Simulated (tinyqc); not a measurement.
Quantum against classical capture: non-radiative capture by multiphonon emission, one effective mode. Computed by tinyqc, a small Python program. Command: `OMP_NUM_THREADS=1 python tinyqc.py 3013768 3013769 out.jsonl capture walk`. One thread of a shared host (Intel(R) Xeon(R) Processor @ 2.30GHz), about 0.01 s of CPU time with the checks.

The initial state (free carrier plus empty centre) lies dE above the final state; both have the same frequency and are displaced by dQ.

Inputs (values chosen for the exercise, with mass, screening and phonons like those of germanium):

| quantity | value | unit |
|---|---|---|
| energy released dE | 0.303 | eV |
| phonon energy hbar omega | 17.7 | meV |
| Huang-Rhys factor S | 9.29 | - |
| electron-phonon coupling W | 0.006 | eV/(u^(1/2) angstrom) |
| cell volume V | 1960 | angstrom^3 |
| degeneracy g | 1 | - |
| broadening b | 15 | meV |
| temperature T | 400 | K |

Centre: neutral.

Constants: hbar^2/u = 4.18015928e-03 eV angstrom^2; k_B = 8.617333262e-05 eV/K; hbar = 6.582119569e-16 eV s.

Method:
- dQ = sqrt(2 S (hbar^2/u)/hbar omega); relaxation energy lambda = S hbar omega; phonons needed P = dE/hbar omega; classical barrier E_b = (dE - lambda)^2/(4 lambda); occupation n = 1/(exp(hbar omega/k_B T) - 1).
- M_p = sum_m w_m <m_i|Q|(m + p)_f>^2 with Q counted from the final minimum and Boltzmann weights w_m for m = 0..24; <m_i|Q|k_f> = sqrt((hbar^2/u)/(2 hbar omega)) [sqrt(k) <m|k-1> + sqrt(k+1) <m|k+1>], with overlaps of oscillators displaced by d = sqrt(2 S) summed on 1500 points from -16 to 16 + d.
- The delta function is a Gaussian of standard deviation b at dE - p hbar omega.
- C_0 = V (2 pi/hbar) g W^2 sum_p M_p Gaussian_p. Here the sum runs over all p.
- Classical (Marcus) form: replace the sum by Q_c^2 exp(-E_b/k_B T)/sqrt(4 pi lambda k_B T), Q_c = dQ (dE + lambda)/(2 lambda).
- For a neutral centre the Sommerfeld factor is 1.
- The last column is -k_B d ln C_0/d(1/T) from this row and the one above.

dQ = 2.09475 u^(1/2) angstrom

lambda = 0.164433 eV

classical barrier E_b = 0.0291925 eV

Against temperature:

| T (K) | C_0, quantum (cm^3/s) | C_0, classical (cm^3/s) | Sommerfeld factor | activation energy (eV) |
|---|---|---|---|---|
| 16 | 2.5361e-09 | 7.1363e-17 | 1 | - |
| 31 | 2.5463e-09 | 1.4426e-12 | 1 | 1.1415e-05 |
| 51 | 2.6760e-09 | 8.1695e-11 | 1 | 3.3834e-04 |
| 82 | 3.2270e-09 | 7.9370e-10 | 1 | 2.1767e-03 |
| 120 | 4.2353e-09 | 2.4274e-09 | 1 | 6.0671e-03 |
| 180 | 5.9349e-09 | 5.0788e-09 | 1 | 1.0467e-02 |
| 290 | 8.2472e-09 | 8.1702e-09 | 1 | 1.3455e-02 |
| 450 | 9.7915e-09 | 9.9359e-09 | 1 | 1.2064e-02 |

At 16.0 K the quantum value is 3.6e7 times the classical one: C_0 comes from tunnelling out of the lowest level and hardly depends on T. At 450 K the ratio is 0.99. The largest apparent activation energy is 0.013 eV against the classical barrier of 0.029 eV, so an Arrhenius fit understates the barrier, through tunnelling and the broadening b at low T and the T^(-1/2) prefactor at high T.

Extremes, crossings and ranges named in words are read from the listed rows.
